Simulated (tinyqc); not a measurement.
# Mobility, diffusion coefficient and lifetime from two collectors

Inverse problem. For an injected sheet in a field F the peak time tp at distance L obeys u^2 tp^2 + 2 D tp = L^2 with u^2 = v^2 + 4 D/tau, and the pulse area goes as exp(L (v - u)/(2 D)); v = mu F. Find u, D, mu and tau without using the Einstein relation.

Values chosen for this exercise:
- F = 31 V/cm (sweep field along the drift)

distances (um): [600, 1400]
peak times (us): [3.90661311, 9.18484369]
ratio of the areas, far over near = 0.105426376

Answer. The two peak times give two linear equations for u^2 and D; the area ratio gives v - u, and u^2 - v^2 = 4 D/tau gives tau.

u = 1.52e4 cm/s
D = 12.1 cm^2/s
mu = 467 cm^2/(V s)
tau = 2.40e-6 s

Computed by the program tinyqc: `OMP_NUM_THREADS=1 python tinyqc.py 2310024 2310025 out.jsonl`, one thread of a shared Intel Xeon 2.30GHz, about 0.01 s for the whole run.
